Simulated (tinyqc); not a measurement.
p-type polysilicon, carrier trapping at grain boundaries: one step of the calculation.

One-dimensional grains of size Lg, uniform ionised doping N, monovalent traps Qt at each boundary at a depth Et below (for electrons) or above (for holes) the band edge there, abrupt depletion of width W on each side of a boundary, Boltzmann statistics. xi is the distance from the band edge at the grain centre to the Fermi level. Trapped charge Qt/(1 + exp((xi + VB - Et)/Vt)) = 2 N W, barrier VB = q N W^2/(2 eps0 eps_r).

Problem. New W. Partly depleted grain, xi = Vt ln(NB/N): f = 1/(1 + exp((xi + VB - Et)/Vt)), g = Qt f - 2 N W, g' = -2 Qt f (1 - f) VB/(W Vt) - 2 N, W(new) = W - g/g'.

Parameters, values chosen for the exercise; values of the order met in polycrystalline silicon: temperature T = 400 K; relative permittivity eps_r = 11.7; valence-band density of states at T NB = 4.08e19 cm^-3; trap density of a grain boundary Qt = 4.7e12 cm^-2; depth of the trap level from the majority band edge at the boundary Et = 0.34 eV; doping N = 5.6e18 cm^-3.

Constants: q = 1.602176634e-19 C, kB = 1.380649e-23 J/K, Vt = kB T/q, eps0 = 8.8541878128e-14 F/cm where lengths are in cm. Results are converted to the units shown.

W after iteration 1 = 4.1850997 nm

Give: VB; f; g; g'; W after iteration 2.

Solution.

VB = 0.07585 V
f = 0.9966
g = -3.341e9 cm^-2
g' = -1.137e12 cm^-2/nm
W after iteration 2 = 4.182 nm

tinyqc, about 0.01 s, one thread, Intel Xeon 2.30GHz (shared host): `OMP_NUM_THREADS=1 python tinyqc.py 2830254 2830255 out.jsonl`
